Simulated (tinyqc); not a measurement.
MOSFET with velocity saturation and source resistance: output curve without source resistance.

Strong inversion, charge Q = Cox (Vg - m V) at channel potential V with Vg the gate overdrive, and drift velocity v = mu E/(1 + mu E/vsat). Integrating along the channel gives I = mu Cox (1/L)(Vg Vd - m Vd^2/2)/(1 + Vd/Vc) per width, Vc = vsat L/mu, which peaks at Vdsat. Units: I in uA/um, Rs in ohm um, so the drop over Rs is 1e-6 I Rs volts.

Vg = Vgs - VT (0 if negative), mu = mu0/(1 + th Vg), Vc = vsat L/mu, x = sqrt(1 + 2 Vg/(m Vc)), Vdsat = 2 Vg/(m (1 + x)), Isat = Cox vsat Vg (x - 1)/(x + 1) per width. Below Vdsat the formula of the introduction holds, beyond it I = Isat; constant velocity-field slope (Vc infinite) gives the second column, with saturation at Vg/m.

Parameters, values chosen for the exercise:
- Cox = 1.34 uF/cm^2 (gate capacitance)
- mu0 = 110 cm^2/(V s) (mobility at low gate voltage)
- th = 0.2 1/V (mobility degradation)
- vsat = 9.2e6 cm/s (saturation velocity)
- m = 1.34 (body factor)
- VT = 0.47 V (threshold)
- L = 0.13 um (channel length)
- Vgs = 1.8 V (gate voltage)

Output curve without source resistance:

| Vd (V) | I without velocity saturation (uA/um) | I (uA/um) |
|---|---|---|
| 0.2 | 214.2 | 187.1 |
| 0.31 | 311.6 | 254.3 |
| 0.43 | 401.2 | 305.7 |
| 0.54 | 468.3 | 336.3 |
| 0.65 | 520.7 | 353.7 |
| 0.76 | 558.7 | 360.0 |
| 0.88 | 583.5 | 360.0 |
| 0.99 | 591.1 | 360.0 |
| 1.1 | 591.1 | 360.0 |

Velocity saturation lowers the current by 13 % in the first row and 39 % in the last, and moves saturation from Vg/m = 0.993 V to 0.775 V.

Computed by the program tinyqc: `OMP_NUM_THREADS=1 python tinyqc.py 2500131 2500132 out.jsonl`, one thread of a shared Intel Xeon 2.30GHz, about 0.01 s for the whole run.
